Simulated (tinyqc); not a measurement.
Changing the acceptor density N_A: trap-assisted generation and recombination current of an abrupt junction. Computed by tinyqc, a small Python program. Command: `OMP_NUM_THREADS=1 python tinyqc.py 3015876 3015877 out.jsonl junctionleak sweep`. One thread of a shared host (Intel(R) Xeon(R) Processor @ 2.30GHz), about 0.03 s of CPU time with the checks.

Depletion approximation, flat quasi-Fermi levels across the depleted layer, long neutral regions with minority lifetimes tau_n and tau_p, full ionisation and Boltzmann statistics. Voltages in exponents stand for e V.

Inputs (values chosen for the exercise, for a model semiconductor): gap E_g = 1.42 eV; electron mass m_e = 0.0629 m_0; valleys M_c = 1; hole mass m_h = 0.593 m_0; dielectric constant eps = 16.2; donor density N_D = 2.9e+18 cm^-3; capture time tau_n = 2.6e-06 s; capture time tau_p = 1e-06 s; trap level E_t - E_i = -0.017 eV; electron diffusion coefficient D_n = 47 cm^2/s; hole diffusion coefficient D_p = 2.8 cm^2/s; reverse bias V_r = 1.2 V; temperature T = 300 K; tunnelling mass m_t = 0.089 m_0.

Field enhancement: Hurkx tunnelling factor.

Constants: k_B = 8.617333262e-05 eV/K; m_0 = 9.1093837015e-31 kg; k_B = 1.380649e-23 J/K; h = 6.62607015e-34 J s; e = 1.602176634e-19 C; eps_0 = 8.8541878128e-12 F/m; hbar = 1.054571817e-34 J s.

Method:
- N_c = 2 M_c (2 pi m_e k_B T/h^2)^(3/2) and N_v = 2 (2 pi m_h k_B T/h^2)^(3/2), masses in units of m_0.
- n_i = sqrt(N_c N_v) exp(-E_g/2 k_B T); V_bi = (k_B T/e) ln(N_A N_D/n_i^2); diffusion saturation current J_d0 = e n_i^2 [sqrt(D_n/tau_n)/N_A + sqrt(D_p/tau_p)/N_D].
- W = sqrt(2 eps eps_0 (V_bi - V)(1/N_A + 1/N_D)/e), x_p = W N_D/(N_A + N_D), x_n = W - x_p, peak field F_m = 2 (V_bi - V)/W; reverse bias means V = -V_r.
- Both capture times are divided by 1 + Gamma, Gamma = 2 sqrt(3 pi) (F/F_G) exp((F/F_G)^2), F_G = sqrt(24 m_t (k_B T)^3)/(e hbar) (the low-field Hurkx form), F being the local field, linear in x from 0 at the edges to F_m.
- Potential from the p edge: phi = (V_bi - V) x^2/(x_p W) on the p side and (V_bi - V)[1 - (W - x)^2/(x_n W)] on the n side; p = N_A exp(-phi/k_B T), n = n_i^2 exp(V/k_B T)/p; U = (n p - n_i^2)/[tau_p (n + n_i exp(dE/k_B T)) + tau_n (p + n_i exp(-dE/k_B T))], dE = E_t - E_i, n1 = n_i exp(dE/k_B T), p1 = n_i exp(-dE/k_B T); J_t = e int U dx by the trapezoid rule on 400 intervals on each side.
- Generation lifetime tau_g = tau_p exp(dE/k_B T) + tau_n exp(-dE/k_B T); textbook estimate e n_i W/tau_g; generation current J_g = -J_t; total = J_g + J_d0 (1 - exp(-V_r/k_B T)).

One run for each value; columns: (1) acceptor density N_A (cm^-3); (2) generation current (A/cm^2); (3) peak field F_m (V/cm); (4) W (nm); (5) J_d0 (A/cm^2); (6) total reverse current (A/cm^2):
```
(1)              (2)         (3)     (4)         (5)         (6)
1.00e+15  8.6654e-12  2.3295e+04  2086.2  4.3160e-18  8.6654e-12
1.00e+16  4.5778e-12  7.4445e+04   668.8  4.3213e-19  4.5778e-12
3.00e+16  4.1030e-12  1.2923e+05   389.7  1.4443e-19  4.1030e-12
1.00e+17  5.1960e-12  2.3461e+05   217.3  4.3740e-20  5.1960e-12
3.00e+17  1.7261e-11  3.9565e+05   130.3  1.4970e-20  1.7261e-11
```

Give the missing row, acceptor density N_A (cm^-3) = 3.00e+15.

Computed row; columns: (1) acceptor density N_A (cm^-3); (2) generation current (A/cm^2); (3) peak field F_m (V/cm); (4) W (nm); (5) J_d0 (A/cm^2); (6) total reverse current (A/cm^2):
```
(1)              (2)         (3)     (4)         (5)         (6)
3.00e+15  6.0694e-12  4.0568e+04  1211.9  1.4391e-18  6.0694e-12
```

Interpolating between the two neighbouring rows (the first column on a logarithmic scale, the others too where they are positive) misses most in total reverse current (A/cm^2), by 5.3 %. Over the rows, generation current (A/cm^2) goes from 8.67e-12 through a minimum among these rows, 4.10e-12 at 3.00e16, to 1.73e-11; peak field F_m (V/cm) rises from 23300 to 396000 (exponent d ln y / d ln x 0.50 between the first rows and 0.48 between the last); W (nm) falls from 2090 to 130 (exponent d ln y / d ln x -0.49 between the first rows and -0.47 between the last). The exponent of W stays between -0.49 and -0.47, near -0.50: the lightly doped side holds the layer. Heavier doping first lowers the generation current by narrowing the layer, then raises it through the field. Left out: 1.00e18 (the field passes the range of the low-field Hurkx form). Left out: 3.00e18 (V_bi passes the gap: strong degeneracy).

Caution (all rows): one side is doped near or above its effective density of states, so Boltzmann statistics understate V_bi.

Extremes, crossings and ranges named in words are read from the listed rows.
